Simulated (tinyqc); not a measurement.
Worked calculation: Schottky barriers and band offsets from neutrality levels. Values are carried at full precision from step to step, so a last printed digit may differ when a step is redone from the rounded ones.

Pinning factor S = 1/(1 + 0.1 (eps - 1)^2); depth of the neutrality level below vacuum PhiN = chi + Eg - EN. Barrier for electrons phi_n = S (WM - PhiN) + (PhiN - chi), for holes phi_p = Eg - phi_n; effective work function PhiN + S (WM - PhiN).

Constants: e^2/(4 pi eps0) = 14.39964547 eV angstrom.

Values chosen for the exercise:
- Eg1 = 0.68 eV (gap of material 1, near Ge)
- chi1 = 4.08 eV (its electron affinity)
- eps1 = 15.94 (its optical dielectric constant)
- EN1 = 0.08 eV (its neutrality level above the valence top)
- WM = 5.1 eV (work function of a metal)
- Eg2 = 4.48 eV (gap of material 2, near Ta2O5)
- chi2 = 3.2 eV (its electron affinity)
- eps2 = 4.86 (its optical dielectric constant)
- EN2 = 3.34 eV (its neutrality level above the valence top)
- dl = 3.5 angstrom (width of the interface dipole layer)
- ei = 2 (its dielectric constant)

## Barrier of a metal contact

Compare with the Schottky-Mott value WM - chi (S = 1) and full pinning (S = 0).

S = 0.0429
PhiN = 4.680 eV
phi_n = 0.618 eV
phi_p = 0.062 eV
phi_n for S = 1 and S = 0 (eV): 1.020  0.600

The barrier lies 4 % of the way from the pinned to the Schottky-Mott value.

## Band offsets of two materials

Offset of the conduction edges, dEc = Ec(2) - Ec(1) = (chi1 - PhiN1) - (chi2 - PhiN2) + S (PhiN1 - PhiN2), PhiN = chi + Eg - EN, S = 1/(1 + 0.1 (eps - 1)^2) of the material with the wider gap; dEv = Ev(1) - Ev(2) = Eg2 - Eg1 - dEc.

Compare with the affinity rule (S = 1) and aligned neutrality levels (S = 0).

PhiN1, PhiN2 (eV): 4.680  4.340

S = 0.4016
dEc = 0.677 eV
dEv = 3.123 eV
dEc for S = 1 and S = 0 (eV): 0.880  0.540

As a gate insulator on material 1, material 2 should offer 1 eV at each edge; it fails at the conduction edge (smaller barrier 0.68 eV, for electrons).

## The density of gap states that S implies

S and PhiN are those of material 1, from the metal contact. In the picture of a dipole layer, S = 1/(1 + 4 pi (e^2/4 pi eps0) D dl/ei) with D states per area and energy. The charge in the gap states is D (WM - PhiN) S electrons missing per area, and the dipole step is (1 - S)(WM - PhiN). 1 angstrom^-2 = 1e16 cm^-2.

D = 7.049e+14 1/(cm^2 eV)
electrons missing from the gap states (negative: in excess) = 1.27e+13 cm^-2
dipole step = 0.402 eV

A surface holds about 1e15 atoms per cm^2, so 1.3 % of an electron per atom makes this step.

## Checks

- Offset for S = 1 against the difference of the affinities (eV): both 0.880.

Computed by tinyqc, a small Python program: `OMP_NUM_THREADS=1 python tinyqc.py 1850023 1850024 out.jsonl` (the numbers bound the seed that draws the inputs); one thread of a shared host (Intel(R) Xeon(R) Processor @ 2.30GHz), about 0.01 s for the whole set of steps.
